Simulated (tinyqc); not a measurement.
The sixth-power law: interface roughness in a thin film (subband fluctuation and scattering).

Square well of width t, barriers V0, c = hbar^2/2m0: E1 solves k t + 2 atan[(k/mz)/(kappa/mb)] = pi, k = sqrt(mz E/c), kappa = sqrt(mb (V0 - E)/c). One interface is rough, so the subband edge fluctuates by G dt with G = |dE1/dt| (central difference of 0.01 angstrom; 2 E1/t for hard walls).

Gaussian roughness spectrum S(q) = pi D^2 Lc^2 exp(-q^2 Lc^2/4). Degenerate gas, taken to fill one subband (the second starts to fill once c kF^2/md exceeds E2 - E1, which is not tested here): kF = sqrt(2 pi Ns/gv), q = 2 kF sin(theta/2), 1/tau = (md/(2 pi c hbar)) G^2 times the integral from 0 to pi of S(q)(1 - cos theta)/eps(q)^2 dtheta, eps(q) = 1 + qs/q with screening (qs = gv md q0/(c eps), q0 = e^2/(4 pi eps0), form factors left out, which overstates the screening; other scattering is left out too, so these values lie far above measured mobilities in all but the thinnest films) or 1 without; mobility = tau c2/md with c2 = e/m0 = 1.75882e15 cm^2/(V s^2); 1e12/cm^2 = 1e-4/angstrom^2.

Constants: hbar^2/2m0 = 3.80998211 eV angstrom^2; hbar = 6.58211957e-16 eV s; e^2/(4 pi eps0) = 14.39964547 eV angstrom.

Inputs chosen for the exercise (near those of a thin Si channel on (100), two-fold valleys; shifted at random, so the results belong to these values and not to a real crystal):
```
symbol  value                         unit         meaning
mz      0.905                         m0           confinement mass
V0      2.99                          eV           barrier
mb      0.46                          m0           barrier mass
md      0.188                         m0           mass in the plane
gv      2                                          valleys
D       1.9                           angstrom     rms height of the roughness
Lc      58                            angstrom     correlation length
Ns      11                            x 1e12/cm^2  sheet density
eps     7.8                                        mean dielectric constant at the channel
ts      (11, 14, 17, 20, 25, 32, 42)  angstrom     thicknesses
```

Screened mobility against thickness for the finite barrier and for hard walls.

Results:
```
t (angstrom)  E1 (meV)  G (meV/angstrom)  mobility (cm^2/(V s))  the same, hard walls
11               255.9            39.840               7.75e+03              3.15e+03
17               118.6            12.647               7.69e+04              4.30e+04
20                88.2             8.110               1.87e+05              1.14e+05
25                58.3             4.361               6.47e+05              4.35e+05
32                36.6             2.171               2.61e+06              1.91e+06
42                21.8             0.996               1.24e+07              9.77e+06
```

Give the missing row, t (angstrom) = 14.

Computed row:
```
t (angstrom)  E1 (meV)  G (meV/angstrom)  mobility (cm^2/(V s))  the same, hard walls
14               168.0            21.284               2.71e+04              1.34e+04
```

With hard walls G goes as 1/t^3 and the mobility as t^6. With the finite barrier the local exponent is 5.20 at the thin end and 5.73 at the thick end, since the envelope leaks out and softens the dependence. The least value is 7.75e+03 cm^2/(V s). EF - E1 = 70 meV exceeds about 3 E1, the distance to the next subband of the ladder, from 42 angstrom on, where the one-subband formula no longer holds. The gate field, which also presses carriers to the interface, is left out. Below about 20 angstrom the effective-mass picture is itself doubtful. Up to t = 14 angstrom G D exceeds half of EF - E1, where the Born rate fails.

Program tinyqc; command `OMP_NUM_THREADS=1 python tinyqc.py 1281957 1281958 out.jsonl`; about 0.01 s on one thread of a shared Intel(R) Xeon(R) Processor @ 2.30GHz.
